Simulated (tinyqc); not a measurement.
## Schottky diode by thermionic emission with image-force lowering and series resistance: a Richardson plot

Metal on an n-type semiconductor with one parabolic valley; V > 0 is forward bias (metal positive). I = I0 [exp(Vj/(n Vt)) - 1] with Vj = V - I Rs; I0 = S A* T^2 exp(-(phi - dphi)/Vt), the lowering dphi taken at zero bias.

A* = 4 pi q me m0 kB^2/h^3 (times 1e-4 for A/(cm^2 K^2)); Nc = 2 (2 pi me m0 kB T/h^2)^1.5 (times 1e-6 for cm^-3); xi = Vt ln(Nc/Nd), Vbi = phi - xi; surface field Em = sqrt(2 q Nd (Vbi - V - Vt)/(eps0 eps_r)); dphi = sqrt(q Em/(4 pi eps0 eps_r)). Here V = 0 in Em; phi is held fixed.

Parameters, values chosen for the exercise; band and dielectric values those of a made-up semiconductor:
- me = 0.218 m0 (electron mass)
- eps_r = 11.2 (relative permittivity)
- phi = 0.63 eV (barrier height seen from the metal)
- Nd = 8.7e16 cm^-3 (donor density)
- S = 0.007 cm^2 (area)

Constants: q = 1.602176634e-19 C, kB = 1.380649e-23 J/K, h = 6.62607015e-34 J s, m0 = 9.1093837015e-31 kg, Vt = kB T/q, eps0 = 8.8541878128e-14 F/cm where lengths are in cm. Results are converted to the units shown.

A Richardson plot:

| T (K) | dphi (meV) | I0 (A) | ln(I0/(S T^2)) | 1/Vt (1/V) |
|---|---|---|---|---|
| 200 | 40.25 | 1.010e-11 | -30.95 | 58.02 |
| 240 | 39.92 | 4.291e-9 | -25.27 | 48.35 |
| 280 | 39.56 | 3.390e-7 | -21.21 | 41.44 |
| 320 | 39.17 | 9.300e-6 | -18.16 | 36.26 |
| 360 | 38.76 | 1.256e-4 | -15.79 | 32.23 |
| 400 | 38.32 | 0.001030 | -13.90 | 29.01 |
| 450 | 37.74 | 0.008645 | -12.01 | 25.79 |

I0 grows by 8.93 decades. The line through the end rows has the slope -0.5877 eV and the intercept ln(23.3 A/(cm^2 K^2)), against phi = 0.63 eV and A* = 26.2. The difference comes from the lowering: dphi falls from 40.3 to 37.7 meV.

tinyqc, about 0.01 s, one thread, Intel Xeon 2.30GHz (shared host): `OMP_NUM_THREADS=1 python tinyqc.py 2640027 2640028 out.jsonl`
